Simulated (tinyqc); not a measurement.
Planar ballistic transistor, top-of-the-barrier model: output curve.

At the top of the source barrier, states moving towards the drain are filled by the source (Fermi level 0) and states moving back by the drain (Fermi level -q Vd); nothing scatters. U is the shift of the band edge there, set by the capacitances CG, CD and CS (the total) and by the charge. Parabolic two-dimensional band; the source is grounded.

N0 = gv m kB T/(pi hbar^2), CG = eps0 eox/tox, vT = sqrt(2 kB T/(pi m)), CS = CG/aG, n0 = n at U = 0 and Vd = 0. eta1 = -(E0 + U)/Vt, eta2 = eta1 - Vd/Vt, n = (N0/2)[F_0(eta1) + F_0(eta2)], F_0(x) = ln(1 + exp x). U = UL + q (n - n0)/CS with UL = -(aG Vg + aD Vd), energies in eV. I = q (N0/2) vT [F_(1/2)(eta1) - F_(1/2)(eta2)] per width, F_(1/2)(x) = (2/sqrt(pi)) int_0^infinity u^(1/2)/(1 + exp(u - x)) du. CQ = (q/Vt) dn/d(eta1).

Parameters, values chosen for the exercise; mass and valleys close to those of indium arsenide: temperature T = 300 K; effective mass m = 0.0307 m0; valley degeneracy gv = 1; relative permittivity of the gate insulator eox = 7.5; insulator thickness tox = 3.7 nm; gate control CG/CS aG = 0.75; drain control CD/CS aD = 0.05; band edge at the barrier top above the source Fermi level at zero bias E0 = 0.29 eV; gate voltage Vg = 0.8 V.

Constants: q = 1.602176634e-19 C, kB = 1.380649e-23 J/K, hbar = 1.054571817e-34 J s, m0 = 9.1093837015e-31 kg, Vt = kB T/q, eps0 = 8.8541878128e-14 F/cm where lengths are in cm. Results are converted to the units shown.

Output curve:
```
Vd (V)   eta1  n (cm^-2)  I (uA/um)  mean velocity I/(q n) (cm/s)   CQ/CS
0.01    6.551   2.108e12      88.70                       2.626e6  0.8571
0.025   6.700   2.062e12      219.1                       6.632e6  0.8567
0.05    6.949   1.984e12      428.9                       1.349e7  0.8554
0.1     7.443   1.831e12      816.4                       2.783e7  0.8467
0.15    7.922   1.683e12       1150                       4.265e7  0.8124
0.2     8.347   1.557e12       1407                       5.643e7  0.7074
0.3     8.778   1.465e12       1617                       6.889e7  0.4532
0.4     8.930   1.481e12       1663                       7.009e7  0.4299
0.6     9.201   1.525e12       1738                       7.110e7  0.4293
0.8     9.472   1.570e12       1813                       7.208e7  0.4293
```

The current rises from 88.7 to 1810 uA/um; n goes from 2.11e12 through a minimum of 1.46e12 (at Vd = 0.3 V among the rows listed) to 1.57e12 cm^-2 and eta1 rises from 6.55 to 9.47. The resistance in the first row is 113 ohm um, though nothing scatters in the channel. The current passes 90 % of its last value at Vd = 0.4 V among the rows, where eta2 = -6.5: the drain no longer fills returning states.

tinyqc, about 0.01 s, one thread, Intel Xeon 2.30GHz (shared host): `OMP_NUM_THREADS=1 python tinyqc.py 2400096 2400097 out.jsonl`
